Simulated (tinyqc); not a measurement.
# Bandgap voltage reference from two bipolar transistors, step by step

Program tinyqc, `OMP_NUM_THREADS=1 python tinyqc.py 2062049 2062050 out.jsonl`; Intel Xeon 2.30GHz, shared host, one thread, about 0.02 s. Printed values are rounded.

Two transistors of area 1 and N carry the same current I. Is(T) = Is (T/T0)^eta exp[(Vg0 q/kB)(1/T0 - 1/T)], VBE1 = Vt ln(I/Is(T)) + I rb, VBE2 = Vt ln(I/(N Is(T))) + I rb/N. The amplifier forces I R1(T) = VBE1 - VBE2 + Vos, with R(T) = R (1 + tc (T - T0)) for both resistors, and the output is Vref = VBE1 + I R2(T). Base currents and the Early effect are neglected.

Inputs (values chosen for the exercise); values of the order met in silicon bipolar transistors: reference temperature T0 = 300 K; band-gap voltage extrapolated to 0 K Vg0 = 1.166 V; temperature exponent of the saturation current eta = 3.2; saturation current of the unit transistor at T0 Is = 3e-17 A; area ratio of the second transistor N = 8; resistor across which the difference of VBE falls, at T0 R1 = 2.6 kohm; temperature coefficient of both resistors tc = -500 ppm/K; offset of the amplifier Vos = 1.2 mV; series resistance of the unit transistor rb = 26 ohm; output resistor at T0 R2 = 23.35 kohm; temperature T = 253 K.

Constants: q = 1.602176634e-19 C, kB = 1.380649e-23 J/K. Results are converted to the units shown.

## Operating point at the reference temperature

Vt = kB T/q; I = (Vt ln N + Vos)/(R1(T) - rb (1 - 1/N)). Evaluate at T = T0.

Vt = 0.02585200 V
I = 21.32417 uA
Is(T) = 3e-17 A
VBE1 = 0.7060468 V
I R2 = 0.4979194 V
Vref = 1.203966 V

## Operating point at another temperature

Vt = kB T/q; I = (Vt ln N + Vos)/(R1(T) - rb (1 - 1/N)).

Vt = 0.02180185 V
I = 17.63818 uA
Is(T) = 3.994413e-21 A
VBE1 = 0.7858474 V
I R2 = 0.4215299 V
Vref = 1.207377 V

From T0 to T, VBE1 changes by 79.8 mV and I R2 by -76.4 mV, which leaves 3.41 mV in Vref.

## Resistor for zero slope at T0, ideal case

With tc = 0, Vos = 0 and rb = 0 the current is proportional to T, dVBE/dT = (VBE - Vg0 - (eta - 1) Vt)/T, and Vref has zero slope at T0 when Vref = Vg0 + (eta - 1) Vt0. Find VBE1, its slope, that Vref, R2/R1 and the curvature d2Vref/dT2 = -(eta - 1) kB/(q T0).

VBE1 = 0.7046945 V
dVBE/dT = -1.727266 mV/K
Vref = 1.222874 V
R2/R1 = 9.639172
curvature = -0.6319378 uV/K^2
